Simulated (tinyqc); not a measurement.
Voltage drop against the pad pitch.

A grid of 17 by 17 nodes with segments Rx (rows) and Ry (columns); every node draws I1 and the central node kh I1; pads with resistance Rp sit at the nodes whose row and column are multiples of the pitch, counting from 0. The drops u = Vdd - V follow from G u = i, with G the conductance matrix and i the load currents, solved directly.

Values chosen for this exercise:
```
symbol,value,unit,meaning
Vdd,0.8,V,supply voltage
Rx,0.25,ohm,resistance of a horizontal segment
Ry,0.79,ohm,resistance of a vertical segment
Rp,0.033,ohm,resistance from a pad node to the supply
kh,8,,factor on the load at the hot node
I1,1.2,mA,load current of a node in the large grid
```

Result of one run:
```
pitch (nodes),pads,worst drop (mV),mean drop (mV),largest drop at a pad (mV),largest pad current (mA),worst drop over Vdd (%)
4,25,3.6813,2.6239,0.85944,26.044,0.46017
```

What becomes of these results when the pad pitch is changed from 4 to 16 nodes, all else the same?

Result of the changed run:
```
pitch (nodes),pads,worst drop (mV),mean drop (mV),largest drop at a pad (mV),largest pad current (mA),worst drop over Vdd (%)
16,4,65.400,51.650,2.9304,88.800,8.1750
```

The whole series:
```
pitch (nodes),pads,worst drop (mV),mean drop (mV),largest drop at a pad (mV),largest pad current (mA),worst drop over Vdd (%)
1,289,0.24982,0.040559,0.24982,7.5703,0.031227
2,81,0.82845,0.49034,0.38819,11.763,0.10356
4,25,3.6813,2.6239,0.85944,26.044,0.46017
8,9,15.216,12.122,2.4155,73.197,1.9020
16,4,65.400,51.650,2.9304,88.800,8.1750
```

The worst drop goes from 0.250 to 65.4 mV while the number of pads falls from 289 to 4; between the last two rows it goes as pitch^(2.10). The largest drop at a pad is 100 % of the worst drop in the first row and 4.48 % in the last; the rest falls along the wires.

Computed by the program tinyqc: `OMP_NUM_THREADS=1 python tinyqc.py 2770141 2770142 out.jsonl`, one thread of a shared Intel Xeon 2.30GHz, about 0.1 s for the whole run.
